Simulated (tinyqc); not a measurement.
Electroplating on a thin resistive seed layer: kinetics, Wagner number and the terminal effect across a wafer. Changing the mean current density. Computed by tinyqc, a small Python program. Command: `OMP_NUM_THREADS=1 python tinyqc.py 3120408 3120409 out.jsonl terminal sweep`. One thread of a shared host (Intel(R) Xeon(R) Processor @ 2.30GHz), about 0.04 s of CPU time with the checks.

Current enters the seed at the rim. The bath is treated as a local resistance per area (no lateral flow in the liquid), two electrons per ion, molar volume 7.11 cm^3/mol, Faraday constant F = e N_A, kinematic viscosity 0.01 cm^2/s, omega = 2 pi x rpm/60; k_B T/e is in volts.

Inputs (values chosen for the exercise, of the order of those for copper plating on a thin cobalt or ruthenium seed):
```
quantity                               value         unit
wafer radius R                            10           cm
seed thickness t                          32           nm
seed resistivity                         3.6  microohm cm
bath conductivity kappa                0.045         S/cm
gap to the anode h                        10           cm
extra resistance of a porous plate        84     ohm cm^2
exchange current density i_0           0.078      mA/cm^2
cathodic transfer coefficient alpha     0.88            -
diffusivity of the metal ion         4.4e-06       cm^2/s
metal ion concentration                 0.28        mol/L
rotation rate                             60          rpm
temperature T                            298            K
```

Constants: e = 1.602176634e-19 C; N_A = 6.02214076e+23 1/mol; k_B = 8.617333262e-05 eV/K.

Method:
- Growth rate = i V_m/(2 F). Levich limit i_L = 0.62 x 2 F D^(2/3) omega^(1/2) nu^(-1/6) c. Tafel overpotential eta = (k_B T/(alpha e)) ln(i/i_0); kinetic resistance k_B T/(alpha e i); bath resistance h/kappa + plate; R_s = resistivity/t; Wagner number = kinetic resistance x kappa/R.
- Linearised: with R_t = kinetic + bath resistance the current density obeys (1/r)(r i')' = i R_s/R_t, so i = A I_0(r/l), l = sqrt(R_t/R_s); with x = R/l, edge/centre = I_0(x) and edge/mean = x I_0(x)/(2 I_1(x)).
- Voltage drop in the seed for a uniform current: i R_s R^2/4.
- Full model: seed potential phi(r) with (1/r)(r phi')' = R_s i, where i solves phi = R_b i + (k_B T/(alpha e)) ln(i/i_0) (phi being the driving voltage left at r); phi'(0) = 0 and phi'(R) = R_s i_mean R/2. Solved by collocation to a tolerance of 1e-7.

One run for each value; columns: (1) mean current density (mA/cm^2); (2) edge over centre, full model; (3) kinetic resistance (ohm cm^2); (4) growth rate (nm/min); (5) drop for uniform current (mV):
```
(1)       (2)     (3)     (4)     (5)
0.50   1.0786  58.363    11.1    14.1
0.99   1.0855  29.476    21.9    27.8
2.00   1.0896  14.591    44.2    56.2
3.90   1.0917   7.482    86.2   109.7
7.70   1.0928   3.790   170.2   216.6
15.00  1.0934   1.945   331.6   421.9
30.00  1.0937   0.973   663.2   843.8
60.00  1.0938   0.486  1326.4  1687.5
```

Over the rows, edge over centre, full model rises from 1.079 to 1.094 (exponent d ln y / d ln x 0.0093 between the first rows and 2.0e-4 between the last); kinetic resistance (ohm cm^2) falls from 58.4 to 0.486 (exponent d ln y / d ln x about -1.0 throughout); growth rate (nm/min) rises from 11.1 to 1330 (exponent d ln y / d ln x about 1.0 throughout).

Caution (rows 15.0, 30.0, 60.0): the mean current exceeds 0.3 i_L, so depletion of metal ions, left out of the distribution, matters. Caution (rows 30.0, 60.0): at the rim the current nears the limiting value, which would flatten the real profile.
